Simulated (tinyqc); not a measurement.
# Screening length from the swing

Inverse problem. In a simple model of a Schottky-barrier transistor a barrier thinner than d = 4 nm is transparent, so the effective barrier is pn - psi (1 - exp(-d/lam)) and the swing beyond flat band is Vt ln 10/(1 - exp(-d/lam)). Find the thermionic swing, lam, and the effective barrier at psi = 0.2 V.

Values chosen for this exercise: temperature T = 300 K; barrier for electrons at both contacts pn = 0.38 eV.

Constants: q = 1.602176634e-19 C, kB = 1.380649e-23 J/K, Vt = kB T/q. Results are converted to the units shown.

swing in the tunnelling range = 103.87840 mV/decade

Answer. The ratio of the two swings is 1 - exp(-d/lam).

Vt ln 10 = 59.5 mV/decade
lam = 4.70 nm
effective barrier = 0.265 eV

Program tinyqc, `OMP_NUM_THREADS=1 python tinyqc.py 2390023 2390024 out.jsonl`; Intel Xeon 2.30GHz, shared host, one thread, about 0.3 s.
